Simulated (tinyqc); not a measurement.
Tunnelling through a gate dielectric, WKB transmission and Tsu-Esaki current: one step of the calculation.

Electrons leave the emitter at x = 0. Energies E (motion across the layers) are in eV from the emitter Fermi level; the collector Fermi level lies at -V and offers states at every E. No charge in the dielectric and no image force: F1 = V/t1, U = phi1 - F1 x. With C = hbar^2/(2 m0), kappa = sqrt(m (U - E)/C) where U > E and 0 elsewhere; T(E) = exp(-S), S = 2 times the integral of kappa over x.

Question. WKB exponent by the midpoint rule. Cut each layer into nc equal cells, take U and kappa at the cell centres, and sum S = 2 sum kappa h.

Values chosen for this exercise; dielectric values close to those of silicon dioxide:
- phi1 = 3.04 eV (barrier of layer 1 above the emitter Fermi level at zero bias)
- m1 = 0.5 m0 (tunnelling mass of layer 1)
- t1 = 2.9 nm (thickness of layer 1)
- V = 1 V (voltage across the dielectric)
- E = 0 eV (energy of the electron followed)
- nc = 8 (cells in each layer)

Constants: q = 1.602176634e-19 C, hbar = 1.054571817e-34 J s, m0 = 9.1093837015e-31 kg, hbar^2/(2 m0) = 0.0380998212 eV nm^2. Results are converted to the units shown.

Wanted: x; U; kappa; S; T(E).

Answer.

| cell | x (nm) | U (eV) | kappa (1/nm) |
|---|---|---|---|
| 0 | 0.1812 | 2.9775 | 6.2510 |
| 1 | 0.5437 | 2.8525 | 6.1184 |
| 2 | 0.9062 | 2.7275 | 5.9828 |
| 3 | 1.2688 | 2.6025 | 5.8441 |
| 4 | 1.6313 | 2.4775 | 5.7020 |
| 5 | 1.9937 | 2.3525 | 5.5563 |
| 6 | 2.3563 | 2.2275 | 5.4067 |
| 7 | 2.7188 | 2.1025 | 5.2528 |

S = 33.433
T(E) = 3.0222e-15

Computed by the program tinyqc: `OMP_NUM_THREADS=1 python tinyqc.py 2540158 2540159 out.jsonl`, one thread of a shared Intel Xeon 2.30GHz, about 0.03 s for the whole run.
